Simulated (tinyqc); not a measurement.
Equation-of-state fits to an energy-volume table made by a known binding curve: one step, computed by the program tinyqc.

With x = (V/V_0)^(1/3), the energy per atom is E = D [exp(-2 eta (x - 1)) - 2 exp(-eta (x - 1))], so that B0 = 2 D eta^2/(9 V_0) and B' = 1 + eta. B' = dB/dP at P = 0.

Task: Exact values of the curve. B0 and B' from the formulas above; P = -dE/dV at V = c V_0 (c the compression chosen), from the curve itself.

Inputs (values chosen for the exercise, for a model crystal):
```
quantity,value,unit
cohesive energy D,3.46,eV/atom
true volume V_0,36.5,angstrom^3/atom
stiffness eta,2.83,-
compression V/V_0 for the pressure test,0.85,-
```

Binding curve: Morse. Noise: added.

Constants: 1 eV/angstrom^3 = 160.2176634 GPa.

Give: exact B0; exact B'; exact pressure at c V_0.

Result:

exact B0 = 27.03 GPa

exact B' = 3.83

exact pressure at c V_0 = 5.967 GPa
